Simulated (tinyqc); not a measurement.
# Worked calculation: MOS inversion layer, Poisson-Schroedinger loop

Numbers from tinyqc (`OMP_NUM_THREADS=1 python tinyqc.py 2160117 2160118 out.jsonl`; about 0.7 s on one thread of a shared Intel Xeon 2.30GHz). Printed values are rounded.

Electrons confined at an insulator interface at z = 0, treated as a hard wall; parabolic valleys, Hartree approximation, no image or exchange terms. The depletion charge lies far deeper than the electrons and gives a uniform field q Nd/(eps0 eps_r); the gate balances all charge. Energies are counted from the band edge at the interface.

Parameters, values chosen for the exercise; masses and permittivity close to those of silicon (111):
- T = 300 K (temperature)
- eps_r = 11.5 (relative permittivity)
- mz1 = 0.261 m0 (mass along z of valley set A (6 valley(s)))
- md1 = 0.365 m0 (in-plane density-of-states mass of set A)
- Ns = 1e13 cm^-2 (sheet density of electrons)
- Nd = 5e11 cm^-2 (sheet density of depletion charge)
- hz = 0.83 nm (mesh step)
- a = 1 (mixing factor)

Constants: q = 1.602176634e-19 C, kB = 1.380649e-23 J/K, hbar = 1.054571817e-34 J s, m0 = 9.1093837015e-31 kg, Vt = kB T/q, eps0 = 8.8541878128e-14 F/cm where lengths are in cm, hbar^2/(2 m0) = 0.0380998212 eV nm^2. Results are converted to the units shown.

## Fixed part of the potential

| node | z (nm) |
|---|---|
| 1 | 0.83 |
| 2 | 1.66 |
| 3 | 2.49 |
| 4 | 3.32 |
| 5 | 4.15 |
| 6 | 4.98 |
| 7 | 5.81 |
| 8 | 6.64 |
| 9 | 7.47 |
| 10 | 8.3 |
| 11 | 9.13 |
| 12 | 9.96 |
| 13 | 10.79 |
| 14 | 11.62 |

V0 = q Nd z/(eps0 eps_r) in eV.

| node | fixed potential V0 (eV) |
|---|---|
| 1 | 0.0065300 |
| 2 | 0.0130600 |
| 3 | 0.0195899 |
| 4 | 0.0261199 |
| 5 | 0.0326499 |
| 6 | 0.0391799 |
| 7 | 0.0457099 |
| 8 | 0.0522398 |
| 9 | 0.0587698 |
| 10 | 0.0652998 |
| 11 | 0.0718298 |
| 12 | 0.0783598 |
| 13 | 0.0848898 |
| 14 | 0.0914197 |

## Round 1: levels and probability densities

| node | self-consistent potential U at the start (eV) |
|---|---|
| 1 | 0 |
| 2 | 0 |
| 3 | 0 |
| 4 | 0 |
| 5 | 0 |
| 6 | 0 |
| 7 | 0 |
| 8 | 0 |
| 9 | 0 |
| 10 | 0 |
| 11 | 0 |
| 12 | 0 |
| 13 | 0 |
| 14 | 0 |

Tridiagonal Hamiltonian with psi = 0 one step beyond both ends: H_ii = C (1/m_(i-1/2) + 1/m_(i+1/2))/hz^2 + V0_i + U_i, H_(i,i+1) = -C/(m_(i+1/2) hz^2), C = hbar^2/(2 m0). The lowest 2 level(s) are kept, normalised to hz sum |psi|^2 = 1. The mass is the same on all intervals.

levels (eV): A1 0.0485611, A2 0.0871577

| node | \|psi\|^2 of A1 (1/nm) | \|psi\|^2 of A2 (1/nm) |
|---|---|---|
| 1 | 0.035957 | 0.042690 |
| 2 | 0.116712 | 0.111966 |
| 3 | 0.190449 | 0.119440 |
| 4 | 0.222323 | 0.060707 |
| 5 | 0.208559 | 0.005807 |
| 6 | 0.166106 | 0.012902 |
| 7 | 0.115870 | 0.077093 |
| 8 | 0.072174 | 0.150091 |
| 9 | 0.040631 | 0.187778 |
| 10 | 0.020794 | 0.177408 |
| 11 | 0.009648 | 0.133675 |
| 12 | 0.003973 | 0.080421 |
| 13 | 0.001347 | 0.036017 |
| 14 | 0.000278 | 0.008826 |

## Round 1: Fermi level and occupations

Level k holds N_k = D_k Vt ln(1 + exp((EF - E_k)/Vt)) with D = 6 md1 m0 q/(pi hbar^2) per eV (spin included); EF is fixed by sum N_k = Ns.

EF = 0.0248934 eV
N_k (cm^-2): A1 7.96294e12, A2 2.03706e12

## Round 1: density, output potential and mixing

n_i = sum_k N_k |psi_k|^2 (converted to cm^-3). Hartree part by Gauss: on the interval before node i the electrons still beyond are S_i = Ns - hz sum_(j<i) n_j, and U_i = U_(i-1) + q S_i hz/(eps0 eps_r) in eV, U_0 = 0 at the interface. Mixing: U(new) = U + a (U(out) - U).

| node | n (1e19 cm^-3) | U(out) (eV) | U after round 1 (eV) |
|---|---|---|---|
| 1 | 0.37328 | 0.130600 | 0.130600 |
| 2 | 1.15745 | 0.257153 | 0.257153 |
| 3 | 1.75984 | 0.371160 | 0.371160 |
| 4 | 1.89401 | 0.466090 | 0.466090 |
| 5 | 1.67257 | 0.540490 | 0.540490 |
| 6 | 1.34898 | 0.596760 | 0.596760 |
| 7 | 1.07971 | 0.638407 | 0.638407 |
| 8 | 0.88046 | 0.668351 | 0.668351 |
| 9 | 0.70606 | 0.688750 | 0.688750 |
| 10 | 0.52697 | 0.701496 | 0.701496 |
| 11 | 0.34913 | 0.708529 | 0.708529 |
| 12 | 0.19546 | 0.711779 | 0.711779 |
| 13 | 0.08410 | 0.712909 | 0.712909 |
| 14 | 0.02019 | 0.713128 | 0.713128 |

## Round 2: levels and probability densities

As before.

levels (eV): A1 0.354369, A2 0.573476

| node | \|psi\|^2 of A1 (1/nm) | \|psi\|^2 of A2 (1/nm) |
|---|---|---|
| 1 | 0.515603 | 0.290568 |
| 2 | 0.489933 | 0.001019 |
| 3 | 0.163102 | 0.310477 |
| 4 | 0.031366 | 0.362389 |
| 5 | 0.004297 | 0.172973 |
| 6 | 0.000470 | 0.052512 |
| 7 | 0.000044 | 0.012092 |
| 8 | 0.000004 | 0.002322 |
| 9 | 0.000000 | 0.000395 |
| 10 | 0.000000 | 0.000062 |
| 11 | 0.000000 | 0.000009 |
| 12 | 0.000000 | 0.000001 |
| 13 | 0.000000 | 0.000000 |
| 14 | 0.000000 | 0.000000 |

## Round 2: Fermi level and occupations

As before.

EF = 0.337766 eV
N_k (cm^-2): A1 9.99741e12, A2 2.59456e9

## Round 2: density, output potential and mixing

As before.

| node | n (1e19 cm^-3) | U(out) (eV) | U after round 2 (eV) |
|---|---|---|---|
| 1 | 5.15544 | 0.130600 | 0.130600 |
| 2 | 4.89806 | 0.205315 | 0.205315 |
| 3 | 1.63140 | 0.226937 | 0.226937 |
| 4 | 0.31452 | 0.230875 | 0.230875 |
| 5 | 0.04341 | 0.231404 | 0.231404 |
| 6 | 0.00484 | 0.231462 | 0.231462 |
| 7 | 0.00047 | 0.231468 | 0.231468 |
| 8 | 0.00004 | 0.231468 | 0.231468 |
| 9 | 0.00000 | 0.231468 | 0.231468 |
| 10 | 0.00000 | 0.231468 | 0.231468 |
| 11 | 0.00000 | 0.231468 | 0.231468 |
| 12 | 0.00000 | 0.231468 | 0.231468 |
| 13 | 0.00000 | 0.231468 | 0.231468 |
| 14 | 0.00000 | 0.231468 | 0.231468 |

## Course of the self-consistent loop

Start from U = 0. Stop when the largest |U(out) - U| is below 1e-7 eV, or after 120 rounds.

Course of the iteration:

| round | level A1 (eV) | EF (eV) | largest \|U(out) - U\| (eV) |
|---|---|---|---|
| 1 | 0.0485611 | 0.0248934 | 0.713 |
| 2 | 0.354369 | 0.337766 | 0.482 |
| 3 | 0.269480 | 0.246329 | 0.351 |
| 4 | 0.344757 | 0.328132 | 0.337 |
| 5 | 0.278881 | 0.256193 | 0.302 |
| 6 | 0.341674 | 0.325034 | 0.297 |
| 7 | 0.282076 | 0.259605 | 0.283 |
| 8 | 0.340397 | 0.323748 | 0.281 |
| 9 | 0.283426 | 0.261057 | 0.275 |
| ... | ... | ... | ... |
| 112 | 0.339274 | 0.322617 | 0.268 |
| 113 | 0.284624 | 0.262352 | 0.268 |
| 114 | 0.339274 | 0.322617 | 0.268 |
| 115 | 0.284624 | 0.262352 | 0.268 |
| 116 | 0.339274 | 0.322617 | 0.268 |
| 117 | 0.284624 | 0.262352 | 0.268 |
| 118 | 0.339274 | 0.322617 | 0.268 |
| 119 | 0.284624 | 0.262352 | 0.268 |
| 120 | 0.339274 | 0.322617 | 0.268 |

Not converged within 120 rounds: the residual has levelled off at one value. The lowest level moves up and down in turn: each round overcorrects the one before. Reruns converge within the same cap with Anderson mixing of depth 4 with a = 0.5 (11 rounds) and with plain mixing with a = 0.5 (22 rounds).

## Closed-form estimates

Triangular well: E_k = a_k (C F^2/mz)^(1/3), a_1 = 2.338107, a_2 = 4.087949, C = hbar^2/(2 m0), F in eV/nm. Fang-Howard (all electrons in the lowest level of set A): b^3 = 6 (mz1/C) q (Nd + 11 Ns/32)/(eps0 eps_r), centroid 3/b, level C b^2/(4 mz1) + (3/b) q (Nd + 11 Ns/16)/(eps0 eps_r). Use F = q (Nd + Ns)/(eps0 eps_r), the surface field, and F = q (Nd + Ns/2)/(eps0 eps_r).

A1 with the surface field = 0.370676 eV
A1 with Nd + Ns/2 = 0.240866 eV
A2 with Nd + Ns/2 = 0.421131 eV
b = 1.36558 1/nm
Fang-Howard centroid = 2.19687 nm
Fang-Howard level = 0.322990 eV

Against the self-consistent A1 = 0.3193 eV on a fine mesh, the surface-field estimate is 16 % above it, the half-charge one 25 % below it and Fang-Howard 1.2 % above it. A1 holds 95.3 % of the electrons, and the Fang-Howard centroid is 2.0 % below the full one.
